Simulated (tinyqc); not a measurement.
# Permittivity and interface capacitance from two thicknesses

Inverse problem. 1/C = t/(eps0 ek) + 2/ci for planar capacitors that differ only in thickness. Find ek, ci and the EOT of the interfaces, 2 x 3.9 eps0/ci.

Constants: eps0 = 8.8541878128e-14 F/cm where lengths are in cm. Results are converted to the units shown.

C at t = 12 and 36 nm (uF/cm^2): [0.68000547, 0.23143755]

Answer. 1/C is a straight line in t: the slope gives ek and the intercept 2/ci. A single thickness would give only the effective permittivity; when the interfaces are a small part of 1/C, ci needs very accurate data.

ek = 9.510
ci = 44.00 uF/cm^2
EOT of the interfaces = 0.1570 nm

Computed by the program tinyqc: `OMP_NUM_THREADS=1 python tinyqc.py 2102001 2102002 out.jsonl`, one thread of a shared Intel Xeon 2.30GHz, about 0.01 s for the whole run.
